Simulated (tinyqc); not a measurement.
CCSD on RHF in the sto-6g basis, frozen core, for BeH2, spin multiplicity 1, step by step. One step of it, computed by the program tinyqc.

Question. Iteration 1: building the Fock matrix. J_ij = sum D_kl (ij|kl), K_ij = sum D_kl (ik|jl); F = H + J - 0.5 K; E = tr D H + tr D J / 2 - 0.25 tr D K + E_nn.

D at the start, order 1Be 1s, 1Be 2s, 1Be 2px, 1Be 2py, 1Be 2pz, 2H 1s, 3H 1s:
```
[[2.150933, -0.515074, 0.000000, 0.000000, 0.001877, -0.022088, -0.022088],
 [-0.515074, 2.052306, 0.000000, 0.000000, -0.003590, 0.128734, 0.128734],
 [0.000000, 0.000000, 0.000000, 0.000000, 0.000000, 0.000000, 0.000000],
 [0.000000, 0.000000, 0.000000, 0.004337, 0.000000, 0.042859, -0.042859],
 [0.001877, -0.003590, 0.000000, 0.000000, 0.000053, 0.004197, 0.004197],
 [-0.022088, 0.128734, 0.000000, 0.042859, 0.004197, 0.853403, 0.006395],
 [-0.022088, 0.128734, 0.000000, -0.042859, 0.004197, 0.006395, 0.853403]]
```

core Hamiltonian H = T + V (hartree), order 1Be 1s, 1Be 2s, 1Be 2px, 1Be 2py, 1Be 2pz, 2H 1s, 3H 1s:
```
[[-8.805797, -2.077097, 0.000000, 0.000000, -0.004771, -0.755479, -0.755479],
 [-2.077097, -2.864027, 0.000000, 0.000000, -0.034340, -1.474513, -1.474513],
 [0.000000, 0.000000, -2.337325, 0.000000, 0.000000, 0.000000, 0.000000],
 [0.000000, 0.000000, 0.000000, -2.590744, 0.000000, -1.442392, 1.442392],
 [-0.004771, -0.034340, 0.000000, 0.000000, -2.340228, -0.159292, -0.159292],
 [-0.755479, -1.474513, 0.000000, -1.442392, -0.159292, -2.385843, -0.210863],
 [-0.755479, -1.474513, 0.000000, 1.442392, -0.159292, -0.210863, -2.385843]]
```

Two-electron integrals (ij|kl) in chemists' order, unique and non-zero (hartree):
```
(11|11) 2.299996    (21|11) 0.361879    (21|21) 0.071926    (22|11) 0.570332
(22|21) 0.139654    (22|22) 0.417773    (31|31) 0.015252    (32|31) 0.022555
(32|32) 0.092340    (33|11) 0.570332    (33|21) 0.139654    (33|22) 0.417773
(33|33) 0.450117    (41|41) 0.015252    (42|41) 0.022555    (42|42) 0.092340
(43|43) 0.024258    (44|11) 0.570332    (44|21) 0.139654    (44|22) 0.417773
(44|33) 0.401601    (44|44) 0.450117    (51|51) 0.015252    (52|51) 0.022555
(52|52) 0.092340    (53|53) 0.024258    (54|54) 0.024258    (55|11) 0.570332
(55|21) 0.139654    (55|22) 0.417773    (55|33) 0.401601    (55|44) 0.401601
(55|55) 0.450117    (61|11) 0.135403    (61|21) 0.026042    (61|22) 0.050032
(61|33) 0.049627    (61|41) 0.002542    (61|42) 0.004812    (61|44) 0.050829
(61|51) 0.000272    (61|52) 0.000515    (61|54) 0.000129    (61|55) 0.049641
(61|61) 0.009966    (62|11) 0.259763    (62|21) 0.064230    (62|22) 0.202080
(62|33) 0.195250    (62|41) 0.008924    (62|42) 0.047832    (62|44) 0.215506
(62|51) 0.000955    (62|52) 0.005119    (62|54) 0.002168    (62|55) 0.195482
(62|61) 0.025385    (62|62) 0.134137    (63|31) 0.006973    (63|32) 0.029683
(63|43) 0.008841    (63|53) 0.000946    (63|63) 0.014201    (64|11) 0.257028
(64|21) 0.064498    (64|22) 0.212477    (64|33) 0.200139    (64|41) 0.014716
(64|42) 0.075312    (64|44) 0.236935    (64|51) 0.000829    (64|52) 0.004884
(64|54) 0.002992    (64|55) 0.200358    (64|61) 0.027026    (64|62) 0.161920
(64|64) 0.204936    (65|11) 0.027509    (65|21) 0.006903    (65|22) 0.022741
(65|33) 0.021420    (65|41) 0.000829    (65|42) 0.004884    (65|44) 0.023466
(65|51) 0.007061    (65|52) 0.030205    (65|54) 0.009060    (65|55) 0.023336
(65|61) 0.002892    (65|62) 0.017330    (65|64) 0.020414    (65|65) 0.016386
(66|11) 0.423680    (66|21) 0.106981    (66|22) 0.369794    (66|33) 0.343477
(66|41) 0.019524    (66|42) 0.126415    (66|44) 0.421533    (66|51) 0.002090
(66|52) 0.013530    (66|54) 0.008354    (66|55) 0.344371    (66|61) 0.044202
(66|62) 0.298532    (66|64) 0.385802    (66|65) 0.041291    (66|66) 0.774999
(71|11) 0.135403    (71|21) 0.026042    (71|22) 0.050032    (71|33) 0.049627
(71|41) -0.002542   (71|42) -0.004812   (71|44) 0.050829    (71|51) 0.000272
(71|52) 0.000515    (71|54) -0.000129   (71|55) 0.049641    (71|61) 0.009054
(71|62) 0.021231    (71|64) 0.020247    (71|65) 0.002423    (71|66) 0.034500
(71|71) 0.009966    (72|11) 0.259763    (72|21) 0.064230    (72|22) 0.202080
(72|33) 0.195250    (72|41) -0.008924   (72|42) -0.047832   (72|44) 0.215506
(72|51) 0.000955    (72|52) 0.005119    (72|54) -0.002168   (72|55) 0.195482
(72|61) 0.021231    (72|62) 0.077529    (72|64) 0.072339    (72|65) 0.009836
(72|66) 0.130123    (72|71) 0.025385    (72|72) 0.134137    (73|31) 0.006973
(73|32) 0.029683    (73|43) -0.008841   (73|53) 0.000946    (73|63) 0.006915
(73|73) 0.014201    (74|11) -0.257028   (74|21) -0.064498   (74|22) -0.212477
(74|33) -0.200139   (74|41) 0.014716    (74|42) 0.075312    (74|44) -0.236935
(74|51) -0.000829   (74|52) -0.004884   (74|54) 0.002992    (74|55) -0.200358
(74|61) -0.020247   (74|62) -0.072339   (74|64) -0.062674   (74|65) -0.009011
(74|66) -0.116902   (74|71) -0.027026   (74|72) -0.161920   (74|74) 0.204936
(75|11) 0.027509    (75|21) 0.006903    (75|22) 0.022741    (75|33) 0.021420
(75|41) -0.000829   (75|42) -0.004884   (75|44) 0.023466    (75|51) 0.007061
(75|52) 0.030205    (75|54) -0.009060   (75|55) 0.023336    (75|61) 0.002423
(75|62) 0.009836    (75|64) 0.009011    (75|65) 0.008133    (75|66) 0.017018
(75|71) 0.002892    (75|72) 0.017330    (75|74) -0.020414   (75|75) 0.016386
(76|11) 0.035783    (76|21) 0.008592    (76|22) 0.024808    (76|33) 0.024346
(76|44) 0.025663    (76|51) 0.000236    (76|52) 0.001051    (76|55) 0.024415
(76|61) 0.003105    (76|62) 0.012433    (76|64) 0.013343    (76|65) 0.001739
(76|66) 0.023668    (76|71) 0.003105    (76|72) 0.012433    (76|74) -0.013343
(76|75) 0.001739    (76|76) 0.001516    (77|11) 0.423680    (77|21) 0.106981
(77|22) 0.369794    (77|33) 0.343477    (77|41) -0.019524   (77|42) -0.126415
(77|44) 0.421533    (77|51) 0.002090    (77|52) 0.013530    (77|54) -0.008354
(77|55) 0.344371    (77|61) 0.034500    (77|62) 0.130123    (77|64) 0.116902
(77|65) 0.017018    (77|66) 0.216021    (77|71) 0.044202    (77|72) 0.298532
(77|74) -0.385802   (77|75) 0.041291    (77|76) 0.023668    (77|77) 0.774999
```

nuclear repulsion = 3.65520145 hartree

Give: Coulomb J; exchange K; Fock matrix F; total energy of this density.

Answer.

Coulomb J (hartree), order 1Be 1s, 1Be 2s, 1Be 2px, 1Be 2py, 1Be 2pz, 2H 1s, 3H 1s:
```
[[6.6373, 1.2162, 0.0000, 0.0000, 0.0042, 0.4498, 0.4498],
 [1.2162, 2.7100, 0.0000, 0.0000, 0.0265, 1.3469, 1.3469],
 [0.0000, 0.0000, 2.6594, 0.0000, 0.0000, 0.0000, 0.0000],
 [0.0000, 0.0000, 0.0000, 2.8096, 0.0000, 1.4341, -1.4341],
 [0.0042, 0.0265, 0.0000, 0.0000, 2.6611, 0.1579, 0.1579],
 [0.4498, 1.3469, 0.0000, 1.4341, 0.1579, 2.5583, 0.1680],
 [0.4498, 1.3469, 0.0000, -1.4341, 0.1579, 0.1680, 2.5583]]
```

exchange K (hartree), order 1Be 1s, 1Be 2s, 1Be 2px, 1Be 2py, 1Be 2pz, 2H 1s, 3H 1s:
```
[[4.7410, 0.7959, 0.0000, 0.0000, 0.0067, 0.3280, 0.3280],
 [0.7959, 1.2053, 0.0000, 0.0000, 0.0375, 0.7623, 0.7623],
 [0.0000, 0.0000, 0.2397, 0.0000, 0.0000, 0.0000, 0.0000],
 [0.0000, 0.0000, 0.0000, 0.6282, 0.0000, 0.4705, -0.4705],
 [0.0067, 0.0375, 0.0000, 0.0000, 0.2442, 0.0542, 0.0542],
 [0.3280, 0.7623, 0.0000, 0.4705, 0.0542, 1.0446, 0.2245],
 [0.3280, 0.7623, 0.0000, -0.4705, 0.0542, 0.2245, 1.0446]]
```

Fock matrix F (hartree), order 1Be 1s, 1Be 2s, 1Be 2px, 1Be 2py, 1Be 2pz, 2H 1s, 3H 1s:
```
[[-4.5390, -1.2589, 0.0000, 0.0000, -0.0039, -0.4697, -0.4697],
 [-1.2589, -0.7566, 0.0000, 0.0000, -0.0266, -0.5087, -0.5087],
 [0.0000, 0.0000, 0.2023, 0.0000, 0.0000, 0.0000, 0.0000],
 [0.0000, 0.0000, 0.0000, -0.0953, 0.0000, -0.2436, 0.2436],
 [-0.0039, -0.0266, 0.0000, 0.0000, 0.1988, -0.0285, -0.0285],
 [-0.4697, -0.5087, 0.0000, -0.2436, -0.0285, -0.3498, -0.1551],
 [-0.4697, -0.5087, 0.0000, 0.2436, -0.0285, -0.1551, -0.3498]]
```

total energy of this density = -15.639053 hartree

This density is the starting one; it is not idempotent, so its energy is not variational and may lie below the converged one.
